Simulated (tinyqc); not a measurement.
Charge neutrality of a doped semiconductor with incomplete ionisation: one step, computed by the program tinyqc. Command: `OMP_NUM_THREADS=1 python tinyqc.py 3019068 3019069 out.jsonl dopant walk`. One thread of a shared host (Intel(R) Xeon(R) Processor @ 2.30GHz), about 0.02 s of CPU time with the checks.

Energies are counted from the top of the valence band; E_D is measured down from the conduction band and E_A up from the valence band.

Problem. The closed form for the extrinsic range. With Boltzmann statistics, no holes and every acceptor ionised, n (n + N_A) = n1 (N_D - N_A - n) with n1 = (N_c/g_D) exp(-E_D/k_B T). Take the positive root.

Inputs (values chosen for the exercise, modelled on GaN):
```
quantity                value   unit
donor density N_D     3.2e+16  cm^-3
acceptor density N_A        0  cm^-3
donor depth E_D        0.0248     eV
donor degeneracy g_D        2      -
temperature T             450      K
```

Doping: n-type. Statistics of the bands: Boltzmann.

N_c = 4.216508e+18 cm^-3

k_B T = 0.03877800 eV

Give: n1; n from the quadratic.

Solution.

n1 = 1.112e+18 cm^-3

n from the quadratic = 3.113e+16 cm^-3
